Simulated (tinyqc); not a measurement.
On-chip power grid, static voltage drop by conjugate gradients: one step of the calculation.

A grid of 3 rows and 4 columns, node k = 4 row + column. Neighbours in a row are joined by Rx, in a column by Ry; pad nodes, which reach the supply through Rp: 0. Each node draws I0, node 5 draws kh I0. The drops u = Vdd - V solve G u = i, with G the conductance matrix (1/Rp added on the diagonal at pad nodes).

Problem. Worst drop, pad currents and power lost. Pad current u/Rp; worst drop as a share of Vdd; power lost in the grid and pads sum_k i_k u_k; power delivered sum_k i_k (Vdd - u_k).

Values chosen for this exercise:
```
symbol,value,unit,meaning
Vdd,0.75,V,supply voltage
Rp,0.053,ohm,resistance from a pad node to the supply
I0,1.2,mA,load current of an ordinary node
kh,5,,factor on the load at the hot node
```

converged u (mV):
```
,col 0,col 1,col 2,col 3
row 0,1.0176000,3.5819516,4.9952466,5.6285220
row 1,6.0292466,6.7672909,6.8482264,6.9545563
row 2,7.4426435,7.5722477,7.6620171,7.7144118
```

Wanted: worst drop; share of Vdd; pad currents; power lost; power delivered.

Solution.

worst drop = 7.7144 mV
share of Vdd = 1.0286 %
pad currents (mA): node 0 19.200
power lost = 0.11914 mW
power delivered = 14.281 mW

The pad currents add up to the total load, 19.20 mA. The worst drop is at node 11, not at the hot node.

tinyqc, about 0.1 s, one thread, Intel Xeon 2.30GHz (shared host): `OMP_NUM_THREADS=1 python tinyqc.py 2770107 2770108 out.jsonl`
